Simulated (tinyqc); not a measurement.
# Inputs raised by 5 %, one at a time

Model: low-temperature mobility of a two-dimensional electron gas with static screening. Computed by tinyqc, a small Python program. Command: `OMP_NUM_THREADS=1 python tinyqc.py 3016517 3016518 out.jsonl twodeg sens`. One thread of a shared host (Intel(R) Xeon(R) Processor @ 2.30GHz), about 0.07 s of CPU time with the checks.

One subband is filled, the gas is degenerate and scatters at the Fermi circle; one permittivity serves on both sides of the interface. All formulas are in SI units, masses times m_0. Piezoelectric and polar phonons are left out, and n_s is taken as set by a gate, independent of N_i.

Inputs (values chosen for the exercise, modelled on a silicon inversion layer):
```
quantity                                        value    unit
in-plane mass m                                 0.191     m_0
mass across the layer m_z                       0.887     m_0
permittivity eps                                 11.5       -
valley degeneracy g_v                               2       -
sheet density n_s                             6.3e+12  1/cm^2
depletion charge N_d                          3.1e+11  1/cm^2
roughness height Delta                           0.28      nm
correlation length Lambda                          10      nm
remote charge density N_i                     3.2e+11  1/cm^2
distance d of the charges from the interface     0.52      nm
density rho                                      2329  kg/m^3
sound velocity v_l                               8800     m/s
deformation potential D_A                          12      eV
temperature T                                      40       K
```

Wave function: Fang-Howard. Roughness spectrum: Gaussian.

Constants: m_0 = 9.1093837015e-31 kg; e = 1.602176634e-19 C; eps_0 = 8.8541878128e-12 F/m; hbar = 1.054571817e-34 J s; k_B = 1.380649e-23 J/K.

Method:
- k_F = sqrt(2 pi n_s/g_v); E_F = hbar^2 k_F^2/(2 m); q_TF = g_v m e^2/(2 pi eps eps_0 hbar^2); Fang-Howard parameter b = [12 m_z e^2 (N_d + 11 n_s/32)/(eps eps_0 hbar^2)]^(1/3), mean depth 3/b; effective field F = e (N_d + n_s/2)/(eps eps_0).
- Form factors with u = q/b: screening G(q) = [1 + 9u/8 + 3u^2/8]/(1 + u)^3, remote charge P(q) = exp(-q d)/(1 + u)^3. Dielectric function eps(q) = 1 + q_TF G(q)/q, with q = 2 k_F sin(theta/2).
- Roughness: <|U|^2> = (e F)^2 S(q), S = pi Delta^2 Lambda^2 exp(-q^2 Lambda^2/4).
- 1/tau_t = (m/(pi hbar^3)) int_0^pi (1 - cos theta) <|U|^2>/eps(q)^2 dtheta; the quantum rate 1/tau_q drops the factor (1 - cos theta); 200 Gauss-Legendre points in s with theta = pi s^2, s from 0 to 1; mu = e tau_t/m.
- Remote charges: <|U|^2> = N_i [e^2 P(q)/(2 eps eps_0 q)]^2.
- Unscreened deformation potential in equipartition: 1/tau = m D_A^2 k_B T I/(rho v_l^2 hbar^3), I = int |psi|^4 dz = 3 b/16 for the Fang-Howard function (used for both wave-function options); mu = e tau/m. Bloch-Grueneisen temperature T_BG = 2 hbar v_l k_F/k_B.
- At the Fermi circle the rates add, so 1/mu is the sum; sheet resistance 1/(n_s e mu); mean free path hbar k_F mu/e; the quantum time adds the rates 1/tau_q, with the isotropic acoustic rate e/(m mu).

Runs; columns: (1) input moved; (2) from; (3) to; (4) roughness mobility (cm^2/(V s)); (5) remote-charge mobility (cm^2/(V s)); (6) Dingle ratio tau_t/tau_q; (7) sheet resistance (ohm):
```
(1)                                     (2)        (3)         (4)    (5)     (6)     (7)
base run                                  -          -  1.2496e+05  34437  2.1538   96.28
in-plane mass m (m_0)                 0.191    0.20055  1.2210e+05  33033  2.0832  103.79
sheet density n_s (1/cm^2)          6.3e+12  6.615e+12  1.2412e+05  36094  2.1839   91.30
depletion charge N_d (1/cm^2)       3.1e+11  3.255e+11  1.2394e+05  34362  2.1548   96.53
roughness height Delta (nm)            0.28      0.294  1.1334e+05  34437  2.1902   97.09
remote charge density N_i (1/cm^2)  3.2e+11   3.36e+11  1.2496e+05  32797  2.1713   97.71
deformation potential D_A (eV)           12       12.6  1.2496e+05  34437  2.0850  102.38
temperature T (K)                        40         42  1.2496e+05  34437  2.1192   99.25
```

Exponents ln(y'/y) / ln(x'/x):
```
input                      roughness mobility  remote-charge mobility  Dingle ratio tau_t/tau_q  sheet resistance
in-plane mass m                        -0.475                  -0.853                    -0.683             1.540
sheet density n_s                      -0.138                   0.964                     0.285            -1.088
depletion charge N_d                   -0.167                  -0.044                     0.009             0.053
roughness height Delta                 -2.000                   0.000                     0.344             0.172
remote charge density N_i               0.000                  -1.000                     0.166             0.304
deformation potential D_A               0.000                   0.000                    -0.666             1.260
temperature T                           0.000                   0.000                    -0.332             0.625
```

To which inputs is each result most sensitive?

Among the inputs moved here: roughness mobility answers most in size to roughness height Delta (exponent -2.000), next to in-plane mass m (-0.475); its exponent is below 0.0005 for remote charge density N_i, deformation potential D_A, temperature T. Its exponent -2.000 in roughness height Delta: the matrix element is e F Delta. Remote-charge mobility answers most in size to remote charge density N_i (exponent -1.000), next to sheet density n_s (+0.964); its exponent is below 0.0005 for roughness height Delta, deformation potential D_A, temperature T. Its exponent -1.000 in remote charge density N_i: each charge scatters on its own. Dingle ratio tau_t/tau_q answers most in size to in-plane mass m (exponent -0.683), next to deformation potential D_A (-0.666). Sheet resistance answers most in size to in-plane mass m (exponent +1.540), next to deformation potential D_A (+1.260).

Caution (all rows): T is below the Bloch-Grueneisen temperature T_BG, so equipartition fails: the acoustic mobility is only a lower bound and the acoustic share of 1/mu is overstated.
